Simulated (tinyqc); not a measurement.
Interdiffusion in a binary couple: Darken equations, Kirkendall shift and Boltzmann-Matano analysis: one step, computed by the program tinyqc.

x is the mole fraction of B; the molar volume is constant, and the two halves are long enough to count as infinite.

Problem. Boltzmann-Matano diffusivity. D~(x) = area/(2 t slope), with z counted from the original interface (the Matano plane); 1 um^2 = 1e-12 m^2.

Inputs (values chosen for the exercise, for a model alloy A-B): temperature T = 1350 K; time t = 43000 s.

area -int z dx from x_L to the local x = 13.06470 um

slope dx/dz at the local x = 6.564206e-04 1/um

Give: D~ from the profile.

Solution.

D~ from the profile = 2.3143e-13 m^2/s
